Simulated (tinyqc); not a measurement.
Ion-assisted plasma etching: sheath, surface coverage, synergy and aspect-ratio dependence. Changing the sheath voltage V. Computed by tinyqc, a small Python program. Command: `OMP_NUM_THREADS=1 python tinyqc.py 3001030 3001031 out.jsonl etch sweep`. One thread of a shared host (Intel(R) Xeon(R) Processor @ 2.30GHz), about 0.02 s of CPU time with the checks.

Radicals adsorb on bare sites; ions remove covered sites with a high yield and bare sites by sputtering; a slow spontaneous reaction acts everywhere, walls included.

Inputs (values chosen for the exercise, close to those used for silicon in a halogen plasma): plasma density n_e = 6.6e+10 1/cm^3; electron temperature T_e = 4.7 eV; ion mass M_i = 80 u; radical density n = 5.5e+12 1/cm^3; radical mass M_n = 80 u; gas temperature T_g = 400 K; sticking coefficient s = 0.77; radicals per removed unit x = 2; yield slope b = 0.27 eV^(-1/2); threshold E_th = 18 eV; sputter slope b_p = 0.017 eV^(-1/2); sputter threshold E_p = 37 eV; spontaneous reaction probability k_c = 2.7e-05; solid density N = 5e+22 1/cm^3; ion temperature T_i = 0.76 eV; aspect ratio A = 1.5.

Feature: round hole.

Constants: e = 1.602176634e-19 C; u = 1.6605390666e-27 kg; k_B = 1.380649e-23 J/K; eps_0 = 8.8541878128e-12 F/m.

Method:
- Bohm speed u_B = sqrt(e T_e/M_i); ion flux G_i = 0.61 n_e u_B; radical flux G_n = n c/4 with c = sqrt(8 k_B T_g/(pi M_n)).
- Debye length lambda_D = sqrt(eps_0 T_e/(e n_s)) with n_s = 0.61 n_e, T_e in volts; Child-law sheath d = (sqrt2/3) lambda_D (2 V/T_e)^(3/4); ion energy E = V + T_e/2; angular spread = arctan(sqrt(T_i/E)).
- Yields: Y = b (sqrt(E) - sqrt(E_th)) on covered sites, Y_p = b_p (sqrt(E) - sqrt(E_p)) on bare ones (zero below threshold).
- Steady coverage: s G_n (1 - theta) = x Y G_i theta; removal flux = Y G_i theta + Y_p G_i (1 - theta) + k_c G_n; rate = flux/N, 1 cm/s = 6e8 nm/min.
- Lateral rate = k_c G_n/N; anisotropy = 1 - lateral/vertical; synergy = vertical/(ions alone + radicals alone), with ions alone Y_p G_i/N and radicals alone the lateral rate.
- Transmission of a round hole: K = 1/(1 + 3A/4), walls that scatter diffusely without loss. With a loss probability S = s (1 - theta) at the floor, G_b/G_n = K/(K + S - K S); theta follows G_b, and the two are solved together. Ions are taken to reach the floor unshadowed; G_b replaces G_n in every term of the rate; A is depth over diameter.

One run for each value; columns: (1) sheath voltage V (V); (2) vertical rate (nm/min); (3) coverage theta; (4) floor rate over open-field rate; (5) anisotropy; (6) sheath thickness (um):
```
(1)     (2)     (3)     (4)     (5)   (6)
20     14.1  0.9321  0.9957  0.9990   189
34     43.8  0.7884  0.9569  0.9997   281
59     73.6  0.6496  0.8911  0.9998   425
100   100.6  0.5312  0.8271  0.9999   631
170   126.1  0.4282  0.7757  0.9999   939
300   151.9  0.3361  0.7385  0.9999  1438
510   175.6  0.2657  0.7191  0.9999  2141
870   200.0  0.2083  0.7121  0.9999  3196
1500  226.9  0.1616  0.7156  0.9999  4808
```

Describe and explain the trends.

Over the rows, vertical rate (nm/min) rises from 14.1 to 227 (exponent d ln y / d ln x 2.1 between the first rows and 0.23 between the last); coverage theta falls from 0.932 to 0.162 (exponent d ln y / d ln x -0.32 between the first rows and -0.47 between the last); floor rate over open-field rate goes from 0.996 through a minimum among these rows, 0.712 at 870, to 0.716. The exponent of sheath thickness stays at 0.75: the Child law. More energetic ions clear radicals faster, so the coverage drops and the floor of the feature starves sooner.

Caution (rows 510, 870, 1500): a sheath of several millimetres is collisional at usual pressures, which lowers the ion energy and widens the angles.

Extremes, crossings and ranges named in words are read from the listed rows.
